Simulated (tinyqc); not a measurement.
Inside a calculation: defect, radiative and Auger recombination at equal electron and hole densities (ABC model). Values are carried at full precision from step to step, so a last printed digit may differ when a step is redone from the rounded ones.

J/(e d) = Ae n + B n^2 + C n^3 with Ae = A + 4 S/w (four side walls, carriers spread evenly), e = 1.602176634e-19 C, lengths in cm; internal efficiency IQE = B n^2/(Ae n + B n^2 + C n^3); all injected carriers recombine in the layer.

Inputs chosen for the exercise (orders of magnitude like those quoted for Ge; not measured data):
```
symbol  value    unit        meaning
A       180000   1/s         defect rate
B       4.7e-14  cm^3/s      radiative coefficient
C       5.7e-31  cm^6/s      Auger coefficient
S       0        cm/s        recombination velocity of the side walls
w       2.3      micrometre  side of the square mesa
d       250      nm          active thickness
J       0.34     A/cm^2      current density
ex      0.4                  extraction efficiency
Eph     0.66     eV          photon energy
```

## The efficiency peak

IQE peaks at n_p = sqrt(Ae/C); with Q = B/sqrt(Ae C), IQE_max = Q/(Q + 2).

Ae = 1.800e+05 1/s
n_p = 5.620e+17 1/cm^3
Q = 0.1467
IQE_max = 0.0684
J at the peak = 0.870 A/cm^2

The side walls are taken as passivated.

## Carrier density at the given current

G = J/(e d). Newton steps from the smallest of G/Ae, sqrt(G/B) and (G/C)^(1/3); stop when the relative step is below 1e-9.

G = 8.488e+22 1/(cm^3 s)

Newton steps:
```
step  n (1/cm^3)   rate/G  relative step
1     4.7158e+17  1.82736          -0.25
2     3.5542e+17  1.12513         -0.070
3     3.3069e+17  1.00462        -0.0030
4     3.2970e+17  1.00001       -4.5e-06
5     3.2970e+17  1.00000       -1.0e-11
```

n = 3.297e+17 1/cm^3

The start is an upper bound and the function is convex, so the steps fall monotonically; 5 are needed.

## Shares, lifetimes and light

Shares of the three paths; lifetime n/G = 1/(Ae + B n + C n^2); differential lifetime 1/(Ae + 2 B n + 3 C n^2) and bandwidth 1/(2 pi tau_d); optical power density ex IQE J Eph/e.

shares: defect 0.6991, radiative 0.0602, Auger 0.2407

lifetime = 3.88e+03 ns
differential lifetime = 2.52e+03 ns
bandwidth = 0.0632 MHz
optical power density = 0.00540 W/cm^2

The defect path is the largest; the device runs below its efficiency peak, where the defect and Auger shares are equal.

## Checks

- Density from Newton steps against bisection (1/cm^3): both 3.2970e+17.

(tinyqc, `OMP_NUM_THREADS=1 python tinyqc.py 1680153 1680154 out.jsonl`, Intel(R) Xeon(R) Processor @ 2.30GHz, 1 thread, shared host, about 0.01 s.)
